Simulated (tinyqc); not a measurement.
## Fixed charge and work-function difference from two thicknesses

Problem. With a fixed charge q Nf at the interface, Vfb = phi_ms - q Nf tox/(eps0 eox). Find Nf and phi_ms.

Parameters, values chosen for the exercise:
- eox = 3.9 (relative permittivity of the gate insulator (close to silicon dioxide))

Constants: q = 1.602176634e-19 C, eps0 = 8.8541878128e-14 F/cm where lengths are in cm. Results are converted to the units shown.

Vfb at tox = 10 and 28 nm (V): -0.25204566  -0.24118858

Solution. Vfb is a straight line in tox: the slope gives Nf and the intercept at zero thickness phi_ms.

Nf = -1.30e10 cm^-2
phi_ms = -0.258 V

Numbers from tinyqc (`OMP_NUM_THREADS=1 python tinyqc.py 2060114 2060115 out.jsonl`; about 0.01 s on one thread of a shared Intel Xeon 2.30GHz).
